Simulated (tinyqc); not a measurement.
Lossy interposer transmission line with skin effect: one step of the calculation.

A uniform line in a homogeneous dielectric: c = sqrt(er)/(c0 Z0), l = Z0 sqrt(er)/c0 (c0 = 299792458 m/s), g = w c td, w = 2 pi f. The resistance joins its limits as r = sqrt(r_dc^2 + r_hf^2), with r_dc = rho/(wd th), r_hf = kr rho/(2 delta (wd + th)), delta = sqrt(rho/(pi f mu0)), mu0 = 4 pi 1e-7 H/m; this is an interpolation, and internal inductance, up to 0.05 nH/mm at low frequency, is neglected.

Task. Line constants. delta, r_dc, r_hf, r, l, c and g as defined.

Values chosen for this exercise:
- wd = 2.3 um (width of the strip)
- th = 0.54 um (thickness of the strip)
- rho = 2 uohm cm (resistivity)
- er = 3 (relative permittivity)
- td = 0.005 (loss tangent)
- Z0 = 75 ohm (lossless impedance sqrt(l/c))
- kr = 1.5 (factor for crowding and the return path)
- f = 1.5 GHz (frequency)

Find: delta; r_dc; r_hf; r; l; c; g.

Result.

delta = 1.8378 um
r_dc = 16.103 ohm/mm
r_hf = 2.8740 ohm/mm
r = 16.358 ohm/mm
l = 0.43331 nH/mm
c = 77.033 pF/m
g = 0.0036301 S/m

r is 1.02 times r_dc; the skin depth is 3.40 of the thickness.

Computed by the program tinyqc: `OMP_NUM_THREADS=1 python tinyqc.py 2810135 2810136 out.jsonl`, one thread of a shared Intel Xeon 2.30GHz, about 0.01 s for the whole run.
